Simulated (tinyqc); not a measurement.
CISD on RHF in the 6-31g basis, for H2, spin multiplicity 1, step by step. One step of it, computed by the program tinyqc.

Question. CISD: determinants and Hamiltonian. Slater-Condon rules over spin orbitals, with the nuclear repulsion added and E(HF) subtracted on the diagonal.

one-electron integrals over orbitals h = C^T H C (hartree), lower triangle:
```
           1          2         3         4
1  -1.087335
2   0.000000  -0.609172
3  -0.132877   0.000000  0.001704
4   0.000000   0.192542  0.000000  0.128987
```

Two-electron integrals over orbitals (pq|rs), unique and non-zero (hartree):
```
(11|11) 0.564068    (21|21) 0.108376    (22|11) 0.440094    (22|22) 0.401277
(31|11) 0.132876    (31|22) 0.068544    (31|31) 0.093502    (32|21) 0.010923
(32|32) 0.037600    (33|11) 0.502604    (33|22) 0.402655    (33|31) 0.118307
(33|33) 0.472800    (41|21) -0.080415   (41|32) -0.049374   (41|41) 0.109359
(42|11) -0.136478   (42|22) -0.072650   (42|31) -0.080863   (42|33) -0.118712
(42|42) 0.082336    (43|21) -0.120522   (43|32) -0.038483   (43|41) 0.124880
(43|43) 0.173911    (44|11) 0.565580    (44|22) 0.447791    (44|31) 0.168931
(44|33) 0.530087    (44|42) -0.161815   (44|44) 0.626287
```

nuclear repulsion = 0.51931031 hartree

Hartree-Fock energy = -1.09129143 hartree

Give: determinants; H - E(HF) between determinants.

Answer.

Occupation strings over the orbitals (2 doubly, a alpha, b beta, 0 empty; spin orbitals ordered 1a 1b 2a 2b ...): 2000 ab00 a0b0 a00b ba00 b0a0 b00a 0200 0ab0 0a0b 0ba0 0020 00ab 0b0a 00ba 0002

H - E(HF) between determinants (hartree), lower triangle:
```
        2000    ab00    a0b0    a00b    ba00    b0a0    b00a    0200
2000   0.000
ab00   0.000   0.354
a0b0   0.000   0.000   1.028
a00b   0.000   0.056   0.000   1.218
ba00   0.000  -0.108   0.000   0.080   0.354
b0a0   0.000   0.000  -0.094   0.000   0.000   1.028
b00a   0.000   0.080   0.000  -0.109   0.056   0.000   1.218
0200   0.108   0.000   0.011   0.000   0.000  -0.011   0.000   0.794
0ab0   0.000   0.011   0.000  -0.121   0.064   0.000   0.081   0.000
0a0b  -0.080   0.000  -0.121   0.000   0.000   0.049   0.000   0.120
0ba0   0.000   0.064   0.000   0.081   0.011   0.000  -0.121   0.000
0020   0.094   0.000  -0.015   0.000   0.000   0.015   0.000   0.038
00ab   0.000  -0.081   0.000   0.036   0.049   0.000  -0.125   0.000
0b0a   0.080   0.000   0.049   0.000   0.000  -0.121   0.000  -0.120
00ba   0.000   0.049   0.000  -0.125  -0.081   0.000   0.036   0.000
0002   0.109   0.000   0.125   0.000   0.000  -0.125   0.000   0.082

        0ab0    0a0b    0ba0   0020    00ab    0b0a   00ba   0002
0ab0   1.406
0a0b   0.000   1.578
0ba0  -0.038   0.000   1.406
0020   0.000  -0.038   0.000  2.087
00ab  -0.038   0.000  -0.074  0.000   2.271
0b0a   0.000  -0.082   0.000  0.038   0.000   1.578
00ba  -0.074   0.000  -0.038  0.000  -0.174   0.000  2.271
0002   0.000   0.031   0.000  0.174   0.000  -0.031  0.000  2.495
```
